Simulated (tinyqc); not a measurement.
From bond length back to A: Tersoff bond-order potential. Computed by tinyqc, a small Python program. Command: `OMP_NUM_THREADS=1 python tinyqc.py 3028756 3028757 out.jsonl tersoff inv`. One thread of a shared host (Intel(R) Xeon(R) Processor @ 2.30GHz), about 0.01 s of CPU time with the checks.

E = (1/2) sum_(i, j != i) [A exp(-lambda r_ij) - b_ij B exp(-mu r_ij)], b_ij = (1 + (beta zeta_ij)^n)^(-1/(2n)), zeta_ij = sum_(k != i, j) g(theta_ijk), g = 1 + c^2/d^2 - c^2/(d^2 + (h - cos theta)^2), with theta at atom i. Only nearest neighbours count (cut-off function 1 for them, 0 beyond).

Inputs (values chosen for the exercise, modelled on silicon):
```
quantity     value        unit
B            479.2          eV
lambda      2.4799  1/angstrom
mu          1.7322  1/angstrom
beta      1.15e-06           -
n           0.7854           -
c            99970           -
d            16.12           -
h          -0.6219           -
```

Constants: 1 eV/angstrom^3 = 160.2176634 GPa.

Method:
- zeta = 3 g(cos theta = -1/3).
- With z equal bonds of order b, r = ln(lambda A/(mu b B))/(lambda - mu) and E per atom = -(z/2) b B exp(-mu r)(1 - mu/lambda).
- a0 = 4 r/sqrt3; B0 = phi''(r)/(3 a0) with phi'' = mu (lambda - mu) b B exp(-mu r), since b does not change under uniform scaling.

Task: A run gave the result below. Find the A, known to lie between 1800 and 2100 eV.

bond length = 2.460602 angstrom

Result:

Each step takes the trial c = (a f_b - b f_a)/(f_b - f_a), f being the result less the target and a, b, c the logarithms of the listed values; c replaces end b, the old b replaces a if the sign of f changed, and otherwise f_a is halved.

Scan of the range:
```
A (eV)  bond length (angstrom)
1800                   2.31835
1850                   2.35500
1890                   2.38361
1940                   2.41853
1990                   2.45256
2050                   2.49229
2100                   2.52452
```

False position (Illinois rule, in the logarithm of the input) inside the bracket:
```
step  end a  end b    trial  bond length (angstrom)
1      1990   2050  2002.00                 2.46060
```

Bond length rises at every point of a 13-point scan of the range (every second point is shown), so one value fits; it is bracketed by 1990 and 2050. Answer: A = 2002 eV.
